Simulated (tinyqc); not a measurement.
Berg model of reactive sputtering of a nitride or oxide: poisoning, hysteresis and pumping speed: one step, computed by the program tinyqc.

A diatomic gas reacts with bare metal on the target and on the collecting surfaces; ions remove metal and compound from the target. theta_t and theta_c are the compound fractions.

Question. Steady state at the pressure P. Ion flux j = J/e; gas flux F = P/sqrt(2 pi M k_B T). Target: (2/z) alpha F (1 - theta_t) = j Y_c theta_t. Sputtered flows F_c = j Y_c theta_t A_t, F_m = j Y_m (1 - theta_t) A_t. Collector: (2/z) alpha F (1 - theta_c) A_c + F_c (1 - theta_c) = F_m theta_c. Gas use Q = alpha F [(1 - theta_t) A_t + (1 - theta_c) A_c] + P S/(k_B T); 1 sccm = 4.4780e17 molecules/s. Rate R = F_m + F_c, given relative to j Y_m A_t.

Inputs (values chosen for the exercise, close to those used for titanium dioxide): ion current density J = 17 mA/cm^2; target area A_t = 300 cm^2; collecting area A_c = 2100 cm^2; metal yield Y_m = 0.5; compound yield Y_c = 0.025; sticking coefficient alpha = 0.42; reactive atoms per metal atom z = 2; gas mass M = 32 u; pumping speed S = 63 l/s; gas temperature T = 300 K; reactive partial pressure P = 0.084 Pa.

Constants: e = 1.602176634e-19 C; u = 1.6605390666e-27 kg; k_B = 1.380649e-23 J/K.

Give: ion flux j; gas flux F; theta_t; theta_c; gas use; total flow Q; rate relative to clean metal.

Answer.

ion flux j = 1.061e+17 1/(cm^2 s)

gas flux F = 2.259e+17 1/(cm^2 s)

theta_t = 0.9728

theta_c = 0.9978

gas use (sccm): target 1.729, collector 0.961, pump 2.853

total flow Q = 5.543 sccm

rate relative to clean metal = 0.07584

The target is poisoned. The film is 99.8 % compound.
